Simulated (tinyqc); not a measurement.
Interband optics of a two-band s-p chain from momentum matrix elements, step by step. Values are carried at full precision from step to step, so a last printed digit may differ when a step is redone from the rounded ones.

H(k) = [[Es - 2 ts cos ka, 2i V sin ka], [-2i V sin ka, Ep_ + 2 tp cos ka]] in the basis s, p; the lower band is full, with two electrons a cell. The velocity operator times hbar is W = dH/dk (eV angstrom); intra-atomic dipoles are left out.

Constants: hbar^2/2m0 = 3.80998211 eV angstrom^2; e^2/(4 pi eps0) = 14.39964547 eV angstrom.

Values chosen for the exercise: a = 3.09 angstrom (period); Es = 2.83 eV (upper orbital (s)); Ep_ = -3.57 eV (lower orbital (p)); ts = 0.37 eV (s-s hopping); tp = 0.37 eV (p-p hopping); V = 0.72 eV (s-p hopping); k = 0.05 2 pi/a (wave vector); N = 10 (k points); Ar = 9.7 angstrom^2 (cross-section per chain); eta = 0.2 eV (Lorentzian half width); E = 2.01 eV (photon energy).

## Hamiltonian and velocity at one k

Form H and W = dH/dk.

H (eV):
```
          s        p
s    2.1262  0.4450i
p  -0.4450i  -2.8662
```

W (eV angstrom):
```
          s        p
s    0.7066  4.2318i
p  -4.2318i  -0.7066
```

## Matrix element between the bands

Diagonalise H, transform W, and form w = |W_cv|^2, the Kane-type energy w/c and the oscillator strength f = w/(c D), c = hbar^2/2m0, D = Ec - Ev.

Ev, Ec (eV): -2.9056  2.1656

weights:
```
        v       c
s  0.0078  0.9922
p  0.9922  0.0078
```

slopes dEv/dk, dEc/dk (eV angstrom): -1.438  1.438

w = 16.339 eV^2 angstrom^2
w/c = 4.288 eV
f = 0.846

## Transitions on the mesh

At each k_j = (j + 1/2)/N (2 pi/a) up to the zone edge give D = Ec - Ev, w = |<c|W|v>|^2 and f = w/(c D), c = hbar^2/2m0; the other half of the zone repeats the values.

Transitions:

| k (2 pi/a) | D (eV) | w (eV^2 angstrom^2) | f |
|---|---|---|---|
| 0.0500 | 5.0711 | 16.339 | 0.846 |
| 0.1500 | 6.0009 | 2.863 | 0.125 |
| 0.2500 | 7.0181 | 0.880 | 0.033 |
| 0.3500 | 7.6342 | 9.334 | 0.321 |
| 0.4500 | 7.8581 | 18.358 | 0.613 |

D runs from 5.071 to 7.858 eV on the mesh; f is largest at k = 0.0500.

## Dielectric function from the table

With w(k) = |<c|W|v>|^2 and D(k) = Ec - Ev, on the mesh k_j = (j + 1/2)/N (2 pi/a): eps(E) = 1 + (8 pi e2/(a Ar)) mean_j (w/D^2) [1/(D - E - i eta) + 1/(D + E + i eta)], e2 = e^2/(4 pi eps0); light polarised along the chains, no local fields.

Take the mean over the rows. Also eps(0) at eta = 0, and the effective electrons per cell n_eff = 2 mean(f).

eps(E) = 2.105+0.033i
eps(0) = 1.965
n_eff = 0.775

On a mesh of 2000 points the values are 2.107+0.033i, 1.967 and 0.775. n_eff need not equal the 2 electrons of the cell: a two-orbital basis with chosen hoppings does not obey the sum rule of free electrons.

## Checks

- Curvature of the lower band against <v|d2H/dk2|v> - 2 w/D (eV angstrom^2): both -12.31.
- Zone mean of 2 w/D against the zone mean of <v|d2H/dk2|v>, the f-sum rule of a full band (eV angstrom^2): both 2.9542.

tinyqc: `OMP_NUM_THREADS=1 python tinyqc.py 1652613 1652614 out.jsonl`; about 0.01 s, one thread, shared Intel(R) Xeon(R) Processor @ 2.30GHz.
